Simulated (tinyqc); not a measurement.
# Changing the share x of the charge in a wide tail

Model: correction of a charged-defect supercell by a model charge and potential alignment (plane-averaged potentials). Computed by tinyqc, a small Python program. Command: `OMP_NUM_THREADS=1 python tinyqc.py 3110727 3110728 out.jsonl align sweep`. One thread of a shared host (Intel(R) Xeon(R) Processor @ 2.30GHz), about 0.02 s of CPU time with the checks.

The "true" defect charge is (1 - x) q in a Gaussian of width sigma plus x q in one of width sigma_t, so the exact answer is known; the correction sees only a single model Gaussian of width sigma_m. A Gaussian of width s has the transform rho(G) = exp(-G^2 s^2/2), normalised to 1. A uniform background cancels q, so G = 0 is left out. Potentials are those felt by a unit positive charge. E_0 is the formation energy of the isolated defect, E_cell its value in the supercell, E_lat = E_iso - E_per of the model charge, C the true less the model potential far from the defect; the exact correction is E_0 - E_cell, and the error of a scheme is E_cell plus its correction less E_0.

Inputs (values chosen for the exercise, with screening close to that of silicon):
```
quantity                                     value      unit
defect charge q                                 -2         e
dielectric constant eps                       11.8         -
edge of the cubic cell L                      11.2  angstrom
width sigma of the true defect charge         0.97  angstrom
width sigma_m of the model charge             0.75  angstrom
width sigma_t of the tail                      1.5  angstrom
formation energy of the isolated defect E_0   1.13        eV
```

Constants: e^2/(4 pi eps_0) = 14.39964548 eV angstrom.

Method:
- Periodic energy E_per = (2 pi q^2/(eps L^3)) (e^2/(4 pi eps_0)) sum_(G != 0) rho(G)^2/G^2, G = (2 pi/L)(n1, n2, n3), |n_i| <= 16. Isolated energy: two Gaussians of charges q_a, q_b and widths a, b interact by q_a q_b (e^2/(4 pi eps_0 eps)) sqrt(2/pi)/sqrt(a^2 + b^2), and the self-energy is half the sum over pairs.
- Supercell value E_cell = E_0 + E_per - E_iso for the true charge.
- E_lat = E_iso - E_per for the model charge; point-charge value alpha q^2 e^2/(4 pi eps_0 eps 2 L) with alpha = 2.837297.
- Plane-averaged potential at distance z from the defect: V(z) = (4 pi q/(eps L^3)) (e^2/(4 pi eps_0 e)) sum_(m != 0) rho(G_m) cos(G_m z)/G_m^2, G_m = 2 pi m/L, |m| <= 40.
- C = difference at z = L/2; E_corr = E_cell + E_lat - q C. For charges that have died out at L/2, C = (2 pi q/(eps L^3)) (e^2/(4 pi eps_0 e)) (<s^2> - sigma_m^2), <s^2> = (1 - x) sigma^2 + x sigma_t^2.

One run for each value; columns: (1) share x of the charge in a wide tail; (2) alignment C (V); (3) error without alignment (meV); (4) error with alignment (rounded to 1e-4 meV) (meV); (5) exact correction (eV):
```
(1)          (2)     (3)     (4)      (5)
0.000  -0.004130   8.261  0.0000  0.59774
0.071  -0.005144  10.290  0.0023  0.59571
0.140  -0.006128  12.261  0.0046  0.59374
0.210  -0.007127  14.262  0.0069  0.59174
0.290  -0.008269  16.548  0.0096  0.58945
0.360  -0.009268  18.548  0.0119  0.58745
0.430  -0.010267  20.549  0.0142  0.58545
0.500  -0.011266  22.549  0.0165  0.58345
```

Describe the trends.

Over the rows, alignment C (V) falls from -0.00413 to -0.0113; error without alignment (meV) rises from 8.26 to 22.5; error with alignment (rounded to 1e-4 meV) (meV) rises from 0 to 0.0165.
